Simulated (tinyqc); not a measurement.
Full law against its linear and parabolic limits: Deal-Grove kinetics of thermal oxidation of silicon. Computed by tinyqc, a small Python program. Command: `OMP_NUM_THREADS=1 python tinyqc.py 3025973 3025974 out.jsonl oxide walk`. One thread of a shared host (Intel(R) Xeon(R) Processor @ 2.30GHz), about 0.02 s of CPU time with the checks.

Oxidant diffuses through the oxide and reacts at the interface, so that dx/dt = B/(A + 2x) for the oxide thickness x.

Inputs (values chosen for the exercise, close to those used for silicon):

| quantity | value | unit |
|---|---|---|
| prefactor B0 | 727 | um^2/h |
| activation energy E_B | 1.24 | eV |
| prefactor (B/A)0 | 5.6e+06 | um/h |
| activation energy E_A | 2.01 | eV |
| temperature T | 975 | C |
| oxidant pressure p | 1 | atm |
| pressure exponent m of B/A | 0.73 | - |
| initial oxide x_i | 0.005 | um |
| time t | 1.8 | h |

Ambient: dry oxygen. Surface: (111).

Constants: k_B = 8.617333262e-05 eV/K.

Method:
- B = B0 p exp(-E_B/(k_B T)), B/A = (B/A)0 p^m exp(-E_A/(k_B T)), p in atm; A = B/(B/A).
- Temperatures in kelvin are T(C) + 273.15.
- tau = (x_i^2 + A x_i)/B and x = (A/2) [sqrt(1 + 4 B (t + tau)/A^2) - 1], the root of x^2 + A x = B (t + tau).
- Silicon consumed is 0.44 times the oxide grown; the rate is B/(A + 2x).
- Linear limit x = (B/A)(t + tau); parabolic limit x = sqrt(B (t + tau)).

tau = 0.120109 h

length A = 0.166898 um

parabolic constant B = 0.00715590 um^2/h

linear constant B/A = 0.0428759 um/h

Thickness (um):

| t (h) | full | linear limit | parabolic limit | 2x/A |
|---|---|---|---|---|
| 0.05 | 0.00700 | 0.0073 | 0.03489 | 0.0839 |
| 0.1 | 0.00896 | 0.0094 | 0.03969 | 0.1073 |
| 0.25 | 0.01459 | 0.0159 | 0.05146 | 0.1749 |
| 0.5 | 0.02333 | 0.0266 | 0.06661 | 0.2795 |
| 1 | 0.03894 | 0.0480 | 0.08953 | 0.4666 |
| 2 | 0.06533 | 0.0909 | 0.12317 | 0.7829 |
| 4 | 0.10746 | 0.1767 | 0.17171 | 1.2878 |
| 8 | 0.17164 | 0.3482 | 0.24105 | 2.0568 |
| 16 | 0.26629 | 0.6912 | 0.33964 | 3.1911 |
| 32 | 0.40318 | 1.3772 | 0.47942 | 4.8315 |

What follows from these numbers?

Both limits lie above the full result, since each drops one resistance. The linear law overshoots by 4.2 % in the first row and 240 % in the last, the parabolic law by 400 % and 19 %. The better limit switches between 2 and 4 h; both give the same value where B (t + tau) = A^2, at 2x/A = sqrt5 - 1 = 1.24. Caution: dry oxides grow faster than Deal-Grove predicts below about 0.03 um, so a start from a thinner film underestimates the thickness (a common remedy is x_i = 0.025 um).

Extremes, crossings and ranges named in words are read from the listed rows.
